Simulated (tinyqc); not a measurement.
## Threshold-voltage variability of a planar MOSFET, analytic estimates: a gate of 4 grains

Three independent sources add in quadrature: random dopants in the depleted layer, metal-gate grains of two orientations, and roughness of the two gate edges acting through the roll-off VT = VT(long) - Vr exp(-L/l). These are first-order estimates: no three-dimensional electrostatics, no percolation.

Each of 4 equal grains has the higher work function with probability p; the threshold shift is dW (j/4 - p) for j such grains, and the off current changes by exp(-shift/(n Vt)).

Values chosen for this exercise; material values close to those of silicon: temperature T = 400 K; work-function difference of the two grain orientations dW = 0.3 eV; share of the orientation of higher work function p = 0.6; subthreshold factor n = 1.35.

Constants: q = 1.602176634e-19 C, kB = 1.380649e-23 J/K, Vt = kB T/q. Results are converted to the units shown.

Distribution:
```
j  probability  shift (mV)  Ioff factor  probability x factor
0     0.025600     -180.00       47.855                1.2251
1      0.15360     -105.00       9.5490                1.4667
2      0.34560      -30.00       1.9054               0.65851
3      0.34560       45.00      0.38021               0.13140
4      0.12960      120.00     0.075866             0.0098323
```

What do the numbers show?

The standard deviation is dW sqrt(p (1 - p)/4) = 73.5 mV. The mean off current is 3.49 times the nominal one; the log-normal formula exp(s^2/(2 (n Vt)^2)) gives 3.48. Devices with j = 1, 15 % of all, carry 42 % of the mean leakage.

Computed by the program tinyqc: `OMP_NUM_THREADS=1 python tinyqc.py 2090161 2090162 out.jsonl`, one thread of a shared Intel Xeon 2.30GHz, about 0.01 s for the whole run.
